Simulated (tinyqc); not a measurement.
One electron in a tunnel-coupled double dot: charge qubit, sensing and quantum capacitance: two steps of the calculation.

Basis (left, right), H = [[ep/2, tc], [tc, -ep/2]], splitting Om = sqrt(ep^2 + 4 tc^2), ep = al times the gate voltage. In equilibrium the electron is on the right with the chance P_R = [1 + (ep/Om) tanh(Om/2 kB T)]/2.

Values chosen for this exercise:
```
symbol,value,unit,meaning
tc,15,ueV,tunnel coupling
T,0.32,K,electron temperature
al,0.43,eV/V,lever arm of the gate on the detuning
Cp,0.76,pF,parasitic capacitance of the resonator
f0,440,MHz,resonator frequency
Q,89,,loaded quality factor
ep,31.2,ueV,detuning
```

Constants: q = 1.602176634e-19 C, kB = 1.380649e-23 J/K, h = 6.62607015e-34 J s, Vt = kB T/q. Results are converted to the units shown.

Task 1. Splitting and occupation. Also the frequency Om/h, the mixing angle arctan2(2 tc, ep) and the weight of the right dot in the ground state, (1 + ep/Om)/2.

Wanted: Om; Om/h; mixing angle; ground-state weight; kB T; P_R.

Result 1.

Om = 43.28 ueV
Om/h = 10.47 GHz
mixing angle = 43.88 degree
ground-state weight = 0.8604
kB T = 27.58 ueV
P_R = 0.7362

Task 2. Capacitance seen by a resonator. q^2 al^2 dP_R/d(ep) splits into Cq = q^2 al^2 (2 tc^2/Om^3) tanh(Om/2 kB T) and Ct = q^2 al^2 (ep/Om)^2/(4 kB T cosh^2(Om/2 kB T)); Ct appears only if relaxation is faster than the drive. A resonator of frequency f0, capacitance Cp and quality factor Q shifts by df = -f0 Cq/(2 Cp) and its phase by -2 Q Cq/Cp.

Wanted: Cq; Ct; df; phase shift.

Result 2.

Cq = 107.76 aF
Ct = 79.596 aF
df = -31.193 kHz
phase shift = -1446.0 millidegree

Computed by the program tinyqc: `OMP_NUM_THREADS=1 python tinyqc.py 2470117 2470118 out.jsonl`, one thread of a shared Intel Xeon 2.30GHz, about 0.01 s for the whole run.
